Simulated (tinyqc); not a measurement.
Inside a calculation. Method: ROHF in the sto-6g basis, for BeH, spin multiplicity 2. One step of it, computed by the program tinyqc.

Question. Iteration 1: Roothaan effective Fock matrix. With projectors Pc = D(beta) S, Po = (D(alpha) - D(beta)) S, Pv = 1 - D(alpha) S, the block xy is Px^T F Py; with Fc = (F(alpha) + F(beta))/2, the blocks are Fc for cc, oo, vv and cv, F(beta) for co and F(alpha) for ov.

F(alpha) (hartree):
```
,1Be 1s,1Be 2s,1Be 2px,1Be 2py,1Be 2pz,2H 1s
1Be 1s,-4.205379,-1.163810,0.000000,0.000000,0.010075,-0.041650
1Be 2s,-1.163810,-0.466432,0.000000,0.000000,0.007468,-0.114873
1Be 2px,0.000000,0.000000,0.381846,0.000000,0.000000,0.000000
1Be 2py,0.000000,0.000000,0.000000,0.381846,0.000000,0.000000
1Be 2pz,0.010075,0.007468,0.000000,0.000000,-0.025613,-0.138514
2H 1s,-0.041650,-0.114873,0.000000,0.000000,-0.138514,-0.202613
```

F(beta) (hartree):
```
,1Be 1s,1Be 2s,1Be 2px,1Be 2py,1Be 2pz,2H 1s
1Be 1s,-4.187433,-1.143126,0.000000,0.000000,-0.002455,-0.040622
1Be 2s,-1.143126,-0.312011,0.000000,0.000000,-0.193211,-0.119890
1Be 2px,0.000000,0.000000,0.419837,0.000000,0.000000,0.000000
1Be 2py,0.000000,0.000000,0.000000,0.419837,0.000000,0.000000
1Be 2pz,-0.002455,-0.193211,0.000000,0.000000,0.347583,-0.109825
2H 1s,-0.040622,-0.119890,0.000000,0.000000,-0.109825,-0.194739
```

D(alpha) at the start:
```
,1Be 1s,1Be 2s,1Be 2px,1Be 2py,1Be 2pz,2H 1s
1Be 1s,1.070160,-0.275535,0.000000,0.000000,-0.003496,0.012328
1Be 2s,-0.275535,1.081266,0.000000,0.000000,0.012439,-0.037694
1Be 2px,0.000000,0.000000,0.000000,0.000000,0.000000,0.000000
1Be 2py,0.000000,0.000000,0.000000,0.000000,0.000000,0.000000
1Be 2pz,-0.003496,0.012439,0.000000,0.000000,1.011815,-0.027481
2H 1s,0.012328,-0.037694,0.000000,0.000000,-0.027481,0.002045
```

D(beta) at the start:
```
,1Be 1s,1Be 2s,1Be 2px,1Be 2py,1Be 2pz,2H 1s
1Be 1s,1.058487,-0.224029,0.000000,0.000000,-0.099471,0.013118
1Be 2s,-0.224029,0.854004,0.000000,0.000000,0.435913,-0.041180
1Be 2px,0.000000,0.000000,0.000000,0.000000,0.000000,0.000000
1Be 2py,0.000000,0.000000,0.000000,0.000000,0.000000,0.000000
1Be 2pz,-0.099471,0.435913,0.000000,0.000000,0.222726,-0.020985
2H 1s,0.013118,-0.041180,0.000000,0.000000,-0.020985,0.001991
```

overlap S:
```
,1Be 1s,1Be 2s,1Be 2px,1Be 2py,1Be 2pz,2H 1s
1Be 1s,1.000000,0.254764,0.000000,0.000000,0.000000,0.008473
1Be 2s,0.254764,1.000000,0.000000,0.000000,0.000000,0.165917
1Be 2px,0.000000,0.000000,1.000000,0.000000,0.000000,0.000000
1Be 2py,0.000000,0.000000,0.000000,1.000000,0.000000,0.000000
1Be 2pz,0.000000,0.000000,0.000000,0.000000,1.000000,0.229143
2H 1s,0.008473,0.165917,0.000000,0.000000,0.229143,1.000000
```

Give: effective F.

Answer.

effective F (hartree):
```
,1Be 1s,1Be 2s,1Be 2px,1Be 2py,1Be 2pz,2H 1s
1Be 1s,-4.196,-1.150,0.000,0.000,-0.002,-0.042
1Be 2s,-1.150,-0.378,0.000,0.000,-0.101,-0.123
1Be 2px,0.000,0.000,0.401,0.000,0.000,0.000
1Be 2py,0.000,0.000,0.000,0.401,0.000,0.000
1Be 2pz,-0.002,-0.101,0.000,0.000,0.151,-0.117
2H 1s,-0.042,-0.123,0.000,0.000,-0.117,-0.196
```
